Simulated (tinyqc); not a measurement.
# Tunnelling through a two-layer gate stack, WKB transmission and Tsu-Esaki current: effects of single changes

Electrons leave the emitter at x = 0. Energies E (motion across the layers) are in eV from the emitter Fermi level; the collector Fermi level lies at -V and offers states at every E. No charge in the dielectric and no image force: F1 = V/(t1 + t2 eps1/eps2), F2 = F1 eps1/eps2; U = phi1 - F1 x in layer 1 and phi2 - F1 t1 - F2 (x - t1) in layer 2. With C = hbar^2/(2 m0), kappa = sqrt(m (U - E)/C) where U > E and 0 elsewhere; T(E) = exp(-S), S = 2 times the integral of kappa over x.

Inputs (values chosen for the exercise); layer 1 close to silicon dioxide, layer 2 close to aluminium oxide: temperature T = 200 K; Fermi energy of the emitter above its band bottom Ef = 0.34 eV; emitter mass in the supply function me = 0.45 m0; barrier of layer 1 above the emitter Fermi level at zero bias phi1 = 3.1 eV; tunnelling mass of layer 1 m1 = 0.5 m0; thickness of layer 1 t1 = 0.7 nm; relative permittivity of layer 1 eps1 = 3.71; barrier of layer 2 at zero bias phi2 = 2.69 eV; tunnelling mass of layer 2 m2 = 0.4 m0; thickness of layer 2 t2 = 2.5 nm; relative permittivity of layer 2 eps2 = 9.17; voltage across the dielectric V = 0.8 V.

Constants: q = 1.602176634e-19 C, kB = 1.380649e-23 J/K, hbar = 1.054571817e-34 J s, m0 = 9.1093837015e-31 kg, Vt = kB T/q, hbar^2/(2 m0) = 0.0380998212 eV nm^2. Results are converted to the units shown.

Each table varies one quantity; the others keep the values above.

## Effect of the tunnelling mass m1

Each layer adds (2/F) sqrt(m/C) [G(u at its left edge) - G(u at its right edge)] to S, with u = U - E (0 where negative) and G(u) = (2/3) u^1.5. J = J0 times the integral of T(E) N(E) dE, N = ln[(1 + exp(-E/Vt))/(1 + exp((-E - V)/Vt))], J0 = q^2 me m0 kB T/(2 pi^2 hbar^3) (times 1e-4 for A/cm^2 per eV), from E = -Ef to far above the barrier (T = 1 there), by quadrature converged to the digits shown.

Effect of the tunnelling mass m1:

| m1 (m0) | S at E = 0 | T(E = 0) | J (A/cm^2) | mean E of the current (eV) |
|---|---|---|---|---|
| 0.12 | 27.87 | 7.880e-13 | 9.686e-5 | -0.1783 |
| 0.15 | 28.37 | 4.768e-13 | 5.773e-5 | -0.1776 |
| 0.2 | 29.11 | 2.283e-13 | 2.705e-5 | -0.1766 |
| 0.25 | 29.76 | 1.194e-13 | 1.387e-5 | -0.1757 |
| 0.31 | 30.45 | 5.940e-14 | 6.765e-6 | -0.1748 |
| 0.4 | 31.38 | 2.344e-14 | 2.598e-6 | -0.1735 |
| 0.5 | 32.30 | 9.364e-15 | 1.011e-6 | -0.1722 |
| 0.63 | 33.37 | 3.230e-15 | 3.381e-7 | -0.1707 |

Read the table: what changes, and by how much?

J falls from 9.69e-5 to 3.38e-7 A/cm^2. S goes as m1^(0.11): only one of the two layers feels this mass, so the power is below 0.5. In every row a layer is thinner than 0.8 nm, a few atomic planes, where an effective mass is a rough description.

## Effect of the thickness t1 at fixed voltage

Same model as above.

Result of one run:

| t1 (nm) | S at E = 0 | T(E = 0) | J (A/cm^2) | mean E of the current (eV) |
|---|---|---|---|---|
| 0.66 | 31.84 | 1.480e-14 | 1.623e-6 | -0.1730 |

What becomes of these results when the thickness of layer 1 t1 is changed from 0.66 to 1.3 nm, all else the same?

Result of the changed run:

| t1 (nm) | S at E = 0 | T(E = 0) | J (A/cm^2) | mean E of the current (eV) |
|---|---|---|---|---|
| 1.3 | 39.24 | 9.080e-18 | 7.829e-10 | -0.1611 |

The whole series:

| t1 (nm) | S at E = 0 | T(E = 0) | J (A/cm^2) | mean E of the current (eV) |
|---|---|---|---|---|
| 0.4 | 28.89 | 2.832e-13 | 3.447e-5 | -0.1779 |
| 0.53 | 30.36 | 6.511e-14 | 7.517e-6 | -0.1754 |
| 0.66 | 31.84 | 1.480e-14 | 1.623e-6 | -0.1730 |
| 0.79 | 33.33 | 3.334e-15 | 3.475e-7 | -0.1705 |
| 0.91 | 34.72 | 8.369e-16 | 8.332e-8 | -0.1683 |
| 1.04 | 36.22 | 1.861e-16 | 1.765e-8 | -0.1659 |
| 1.17 | 37.73 | 4.120e-17 | 3.723e-9 | -0.1635 |
| 1.3 | 39.24 | 9.080e-18 | 7.829e-10 | -0.1611 |

J falls from 3.45e-5 to 7.83e-10 A/cm^2: 5.09 decades a nanometre between the first two rows and 5.21 between the last two. The exponent S alone gives dS/dt/ln 10 = 4.91 and 5.05. In 4 of the 8 rows a layer is thinner than 0.8 nm, a few atomic planes, where an effective mass is a rough description.

## Current against voltage

Same model as above.

Results:

| V (V) | S at E = 0 | T(E = 0) | J (A/cm^2) | mean E of the current (eV) |
|---|---|---|---|---|
| 0.2 | 34.74 | 8.210e-16 | 8.632e-8 | -0.1641 |
| 0.77 | 32.43 | 8.245e-15 | 8.942e-7 | -0.1724 |
| 1.06 | 31.17 | 2.907e-14 | 3.001e-6 | -0.1701 |
| 1.35 | 29.84 | 1.103e-13 | 1.075e-5 | -0.1674 |
| 1.64 | 28.41 | 4.579e-13 | 4.169e-5 | -0.1641 |
| 1.92 | 26.93 | 2.021e-12 | 1.695e-4 | -0.1601 |
| 2.21 | 25.23 | 1.101e-11 | 8.259e-4 | -0.1546 |
| 2.5 | 23.28 | 7.742e-11 | 0.004905 | -0.1462 |

Estimate the missing row, V = 0.49 V.

Computed row:

| V (V) | S at E = 0 | T(E = 0) | J (A/cm^2) | mean E of the current (eV) |
|---|---|---|---|---|
| 0.49 | 33.59 | 2.589e-15 | 2.927e-7 | -0.1744 |

With this row back in the table: J rises from 8.63e-8 to 0.00491 A/cm^2, by 1.83 decades a volt between the first two rows and 2.67 between the last two. In every row the band edge stays above E = 0, so all is direct tunnelling at the Fermi level. In 3 of the 9 rows the field exceeds 10 MV/cm (up to 14.6), more than most dielectrics sustain; the model ignores breakdown. In every row a layer is thinner than 0.8 nm, a few atomic planes, where an effective mass is a rough description.

Computed by the program tinyqc: `OMP_NUM_THREADS=1 python tinyqc.py 2540104 2540105 out.jsonl`, one thread of a shared Intel Xeon 2.30GHz, about 0.05 s for the whole run.
